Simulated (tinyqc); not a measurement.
Worked calculation: defect equilibria of an oxide against oxygen pressure (mass action). Computed by tinyqc, a small Python program that keeps every step. Command: `OMP_NUM_THREADS=1 python tinyqc.py 3018221 3018222 out.jsonl brouwer walk`. One thread of a shared host (Intel(R) Xeon(R) Processor @ 2.30GHz), about 0.01 s of CPU time with the checks. Intermediate numbers are printed to about 5 digits and carried at full precision; extremes and crossings named in words are read from the listed rows.

Defects: oxygen vacancies V (charge +2), electrons n, holes p, the ionic partner X = O_i'' (charge -2), and the dopant. Activities are taken equal to concentrations.

Inputs (values chosen for the exercise, for a model oxide):
```
quantity,value,unit
reduction enthalpy H_r,4.47,eV
prefactor K_r0,6.6e+68,cm^-9 atm^(1/2)
gap E_g,4.11,eV
prefactor N_c N_v,4.8e+40,cm^-6
disorder enthalpy H_s,3.48,eV
prefactor K_s0,7.8e+44,cm^-6
dopant density N_d,1.4e+18,cm^-3
temperature T,800,K
oxygen pressure P,0.1,atm
electron mobility mu_n,0.013,cm^2/(V s)
hole mobility mu_p,0.28,cm^2/(V s)
vacancy diffusion prefactor D_0,0.0099,cm^2/s
vacancy migration energy E_m,1,eV
```

Ionic disorder: anion Frenkel. Dopant (singly charged, fully ionised): acceptor.

Constants: k_B = 8.617333262e-05 eV/K; e = 1.602176634e-19 C.

## Equilibrium constants

K_r = K_r0 exp(-H_r/k_B T) = [V] n^2 P^(1/2); K_i = N_c N_v exp(-E_g/k_B T) = n p; K_s = K_s0 exp(-H_s/k_B T) = [X] [V].

K_r = 4.5686e+40 cm^-9 atm^(1/2)

K_i = 6.1572e+14 cm^-6

K_s = 9.3124e+22 cm^-6

## Trial electron densities

Neutrality: 2 [V] + p = n + 2 [X] + N_d. With n as the unknown, [V] = K_r/(n^2 P^(1/2)), p = K_i/n, [X] = K_s/[V]; the log ratio is ln(positive/negative).

Densities (cm^-3):
```
n,[V],p,[X],log ratio
1.00e+10,1.4447e+21,6.1572e+04,6.4458e+01,7.632
1.00e+11,1.4447e+19,6.1572e+03,6.4458e+03,3.027
1.00e+12,1.4447e+17,6.1572e+02,6.4458e+05,-1.578
1.00e+13,1.4447e+15,6.1572e+01,6.4458e+07,-6.183
1.00e+14,1.4447e+13,6.1572e+00,6.4458e+09,-10.788
```

## Solution at the given pressure

The root is found by 60 bisections in ln n between n = 1e-10 and 1e25 cm^-3.

n = 4.5430e+11 cm^-3

[V] = 7.0000e+17 cm^-3

p = 1355.3 cm^-3

[X] = 1.3303e+05 cm^-3

The largest terms give the Brouwer balance 2 [V] = N_d; the smaller of the two terms is 100 % of the total charge of one sign.

## Conductivities

sigma_n = e n mu_n, sigma_p = e p mu_p, sigma_ion = 2 e [V] mu_V with mu_V = 2 e D/(k_B T) and D = D_0 exp(-E_m/k_B T); only the oxygen vacancies carry ionic current, and the ionic transport number is sigma_ion over the total.

sigma_n = 9.4623e-10 S/cm

sigma_p = 6.0800e-17 S/cm

sigma_ion = 3.2309e-08 S/cm

total conductivity = 3.3255e-08 S/cm

ionic transport number = 0.97155

The conductor is mainly ionic here.

## Brouwer diagram

The slope is d log n / d log P from this row and the one above; the last column names the largest term on each side. Pressures that give more than 3e21 cm^-3 are left out.

Log10 of the densities in cm^-3:
```
log10 P (atm),n,[V],p,[X],slope of n,balance
-32,18.967,18.727,-4.1772,4.2424,-,2 [V] = n
-28,18.234,18.192,-3.4444,4.7769,-0.18319,2 [V] = n
-24,17.373,17.913,-2.5841,5.0562,-0.21508,2 [V] = N_d
-20,16.403,17.853,-1.6141,5.1162,-0.24251,2 [V] = N_d
-16,15.407,17.846,-0.6176,5.1232,-0.24913,2 [V] = N_d
-12,14.407,17.845,0.3821,5.1239,-0.24991,2 [V] = N_d
-8,13.407,17.845,1.3820,5.1240,-0.24999,2 [V] = N_d
-4,12.407,17.845,2.3820,5.1240,-0.25000,2 [V] = N_d
0,11.407,17.845,3.3820,5.1240,-0.25000,2 [V] = N_d
```

Regimes: 2 [V] = n from log P = -32 to -28, where that balance predicts a slope of -1/6 and the table comes as close as -0.183; 2 [V] = N_d from log P = -24 to 0, where that balance predicts a slope of -1/4 and the table comes as close as -0.250.

## Conductivity against oxygen pressure

The formulas are those given above.

Log10 of the conductivities in S/cm:
```
log10 P (atm),n-type,p-type,ionic,total,ionic transport number
-28,-2.4475,-22.793,-7.1436,-2.4475,0.00002
-24,-3.3079,-21.932,-7.4229,-3.3078,0.00008
-20,-4.2779,-20.962,-7.4829,-4.2776,0.00062
-16,-5.2744,-19.966,-7.4899,-5.2718,0.00605
-12,-6.2740,-18.966,-7.4906,-6.2484,0.05726
-8,-7.2740,-17.966,-7.4907,-7.0679,0.37780
-4,-8.2740,-16.966,-7.4907,-7.4245,0.85859
0,-9.2740,-15.966,-7.4907,-7.4836,0.98380
```

The ionic transport number exceeds 0.9 in the rows log P = 0: the electrolytic window. The total has no minimum inside this range.

Checks made by the program: the three mass-action laws (relative difference below 1e-10).
